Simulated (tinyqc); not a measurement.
# Memristor with linear dopant drift, Joglekar window: effects of single changes

A film of thickness D has a doped share x: R = Ron x + Roff (1 - x), i = v/R, dx/dt = k i F with k = mv Ron/D^2 and F = 1 - (2 x - 1)^(2 p). The drive is v = V0 sin(2 pi f t). The model has no threshold and no heating.

Inputs (values chosen for the exercise): resistance of the fully doped film Ron = 100 ohm; resistance of the undoped film Roff = 16000 ohm; film thickness D = 5 nm; dopant mobility mv = 8e-15 m^2/(V s); doped share at t = 0 x0 = 0.34; amplitude V0 = 1 V; window exponent p = 3; frequency f = 6.5 Hz.

Each table varies one quantity; the others keep the values above.

## Effect of the window exponent on the first half period

The equation is integrated to convergence over the first half period; the lobe area is the integral of i dv, down branch less up branch.

Result of one run:
```
p   x at half period  R0/R(half period)  peak i (uA)  lobe area (uW)
12            0.5095              1.341        108.1           10.51
```

What becomes of these results when the window exponent p is changed from 12 to 5, all else the same?

Result of the changed run:
```
p  x at half period  R0/R(half period)  peak i (uA)  lobe area (uW)
5            0.5095              1.341        108.1           10.51
```

The whole series:
```
p   x at half period  R0/R(half period)  peak i (uA)  lobe area (uW)
1             0.5022              1.322        107.1           9.913
2             0.5090              1.340        108.1           10.47
3             0.5094              1.341        108.1           10.50
5             0.5095              1.341        108.1           10.51
8             0.5095              1.341        108.1           10.51
12            0.5095              1.341        108.1           10.51
```

As p goes from 1 to 12, x at half period rises from 0.502 to 0.509, the resistance ratio rises from 1.32 to 1.34 and the lobe area rises from 9.91 to 10.5 uW.

## Effect of the frequency on the first half period

Same model as above.

Effect of the frequency on the first half period:
```
f (Hz)  x at half period  R0/R(half period)  peak i (uA)  lobe area (uW)
6.5               0.5094              1.341        108.1           10.50
11                0.4340              1.164        101.6           5.139
19                0.3927              1.086        98.28           2.696
32                0.3707              1.048        96.62           1.521
54                0.3580              1.028        95.69          0.8752
91                0.3506              1.016        95.15          0.5106
150               0.3464              1.010        94.85          0.3068
260               0.3437              1.006        94.66          0.1759
```

Read the table: what changes, and by how much?

As f goes from 6.5 to 260 Hz, x at half period falls from 0.509 to 0.344, the resistance ratio falls from 1.34 to 1.01 and the lobe area falls from 10.5 to 0.176 uW. Between the last two rows the area goes as f^(-1.01): at high frequency too little charge passes, and the loop closes to the line of a fixed resistor.

Computed by the program tinyqc: `OMP_NUM_THREADS=1 python tinyqc.py 2880121 2880122 out.jsonl`, one thread of a shared Intel Xeon 2.30GHz, about 0.3 s for the whole run.
